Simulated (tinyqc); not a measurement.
Inside a calculation. Method: tight binding, kagome lattice. One step of it, computed by the program tinyqc.

Question. Bloch Hamiltonian at K. H_AB = -t1 - t2 exp(-i k.a1), H_AC = -t1 - t2 exp(-i k.a2), H_BC = -t1 - t2 exp(i k.(a1 - a2)), H_CC = delta.

Parameters chosen for this model:
```
parameter     value                unit
t1         0.610000    eV, up triangles
t2         0.610000  eV, down triangles
delta             0        eV on site C
```

k point K (fractions of the reciprocal vectors): [0.333333, 0.666667]

Give: H(k) at K.

Answer.

H(k) at K (eV), order A, B, C:
```
[[0.000, -0.305+0.528i, -0.305-0.528i],
 [-0.305-0.528i, 0.000, -0.305+0.528i],
 [-0.305+0.528i, -0.305-0.528i, 0.000]]
```
